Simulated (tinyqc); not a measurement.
Ellipsometry and reflectance of a transparent film on an absorbing substrate: two steps of the calculation.

Air (index 1), film, substrate with N2 = n2 - i k2; time factor exp(+i w t). q_j = sqrt(N_j^2 - sin^2 th), root with positive real part. Fresnel coefficients r_s = (q_a - q_b)/(q_a + q_b), r_p = (N_b^2 q_a - N_a^2 q_b)/(N_b^2 q_a + N_a^2 q_b). tan(Psi) exp(i Delta) = R_p/R_s, Delta taken from 0 to 360 degrees.

Values chosen for this exercise; indices close to those of photoresist on silicon:
```
symbol,value,unit,meaning
lam,405,nm,wavelength
th,60,degrees,angle of incidence
n1,1.627,,index of the transparent film
d,53,nm,film thickness
n2,5.42,,index of the substrate
k2,0.329,,extinction coefficient of the substrate
```

Task 1. Interface coefficients and thickness period. q0, q1, q2 and the coefficients r01 and r12 for p and s; the results repeat in d with the period lam/(2 q1).

Wanted: q0; q1; q2; r01,p; r01,s; r12,p; r12,s; period.

Result 1.

q0 = 0.50000
q1 = 1.3774
q2 = 5.3506-0.3333i
r01,p = -0.019919
r01,s = -0.46734
r12,p = 0.48242-0.02266i
r12,s = -0.59156+0.02023i
period = 147.02 nm

Task 2. Psi, Delta and reflectances. beta = 2 pi d q1/lam, X = exp(-2 i beta), R = (r01 + r12 X)/(1 + r01 r12 X) for p and s.

q1 = 1.3773631
r01,p = -0.019918550
r01,s = -0.46733798
r12,p = 0.48241561-0.02266440i
r12,s = -0.59155960+0.02023176i

Give: beta; X; R_p; R_s; Psi; Delta; |R_p|^2; |R_s|^2.

Result 2.

beta = 1.133 rad
X = -0.6398-0.7685i
R_p = -0.3462-0.3515i
R_s = -0.2132+0.4874i
Psi = 42.84 degrees
Delta = 111.8 degrees
|R_p|^2 = 0.2434
|R_s|^2 = 0.2830

The bare substrate gives Psi = 29.40 and Delta = 177.84 degrees.

Numbers from tinyqc (`OMP_NUM_THREADS=1 python tinyqc.py 2870194 2870195 out.jsonl`; about 0.6 s on one thread of a shared Intel Xeon 2.30GHz).
